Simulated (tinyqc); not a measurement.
# MOS capacitor on an n-type substrate, surface potential from the exact charge relation: effect of the donor density of the substrate on threshold and swing

Uniform n-type substrate, Boltzmann statistics, full ionisation, classical densities. psi is the surface potential against the body (positive when the bands bend down) and u = -psi/Vt. Traps are spread evenly over the gap and neutral at flat band, so their charge is -q Dit psi; the minority quasi-Fermi level is shifted by Vb.

ni = sqrt(Nc Nv) exp(-Eg/(2 Vt)), Eg in volts; phiF = Vt ln(N/ni); Cox = eps0 eox/tox; Vfb = phiM - chi - Vt ln(Nc/N) - q Nf/Cox; VT = Vfb - [(2 phiF + Vb)(1 + q Dit/Cox) + sqrt(2 eps0 eps_r q N (2 phiF + Vb))/Cox]. gamma = sqrt(2 eps0 eps_r q N)/Cox; Wm = sqrt(2 eps0 eps_r (2 phiF + Vb)/(q N)); m = 1 + (eps0 eps_r/Wm + q Dit)/Cox; swing m Vt ln 10; Cmin/Cox = 1/(1 + Cox Wm/(eps0 eps_r)).

Parameters, values chosen for the exercise; band and dielectric values close to those of silicon:
- T = 300 K (temperature)
- Eg = 1.14 eV (band gap)
- eps_r = 11.7 (relative permittivity)
- Nc = 2.84e19 cm^-3 (conduction-band density of states at T)
- Nv = 2.64e19 cm^-3 (valence-band density of states at T)
- chi = 4.11 eV (electron affinity)
- eox = 3.9 (relative permittivity of the gate insulator (close to silicon dioxide))
- tox = 19 nm (insulator thickness)
- phiM = 4.78 eV (gate work function)
- Nf = 0 cm^-2 (fixed charge at the interface, in units of q)
- Dit = 1.6e10 cm^-2 eV^-1 (density of interface traps)
- Vb = 0 V (reverse bias of the inversion layer against the body)

Constants: q = 1.602176634e-19 C, kB = 1.380649e-23 J/K, Vt = kB T/q, eps0 = 8.8541878128e-14 F/cm where lengths are in cm. Results are converted to the units shown.

Effect of the donor density of the substrate on threshold and swing:

| N (cm^-3) | Vfb (V) | 2 phiF (V) | gamma (V^0.5) | VT (V) | Wm (nm) | m | swing (mV/decade) | Cmin/Cox |
|---|---|---|---|---|---|---|---|---|
| 1e15 | 0.40491 | 0.61171 | 0.10025 | -0.29383 | 889.40 | 1.0782 | 64.181 | 0.060228 |
| 3.4e15 | 0.43655 | 0.67498 | 0.18485 | -0.39982 | 506.68 | 1.1266 | 67.063 | 0.10112 |
| 1.1e16 | 0.46690 | 0.73569 | 0.33249 | -0.56435 | 294.09 | 1.2079 | 71.903 | 0.16235 |
| 3.8e16 | 0.49895 | 0.79979 | 0.61797 | -0.86478 | 164.98 | 1.3596 | 80.933 | 0.25678 |
| 1.3e17 | 0.53075 | 0.86338 | 1.1430 | -1.4069 | 92.674 | 1.6292 | 96.978 | 0.38083 |
| 4.4e17 | 0.56227 | 0.92642 | 2.1028 | -2.4012 | 52.180 | 2.1065 | 125.39 | 0.52207 |
| 1.5e18 | 0.59397 | 0.98983 | 3.8826 | -4.2726 | 29.212 | 2.9654 | 176.52 | 0.66116 |
| 5e18 | 0.62510 | 1.0521 | 7.0886 | -7.7127 | 16.496 | 4.4696 | 266.06 | 0.77556 |

What does the table show?

As N goes from 1e15 to 5e18, VT falls from -0.294 to -7.71 V, the swing rises from 64.2 to 266 mV/decade and Cmin/Cox rises from 0.0602 to 0.776. Of the change of VT by -7.42 V, 0.220 V comes from Vfb and -7.64 V from the band bending and the charge it takes. gamma goes as N^(0.50) and Wm as N^(-0.47); phiF, which grows slowly with N, keeps the latter from -1/2.

tinyqc, about 0.01 s, one thread, Intel Xeon 2.30GHz (shared host): `OMP_NUM_THREADS=1 python tinyqc.py 2060146 2060147 out.jsonl`
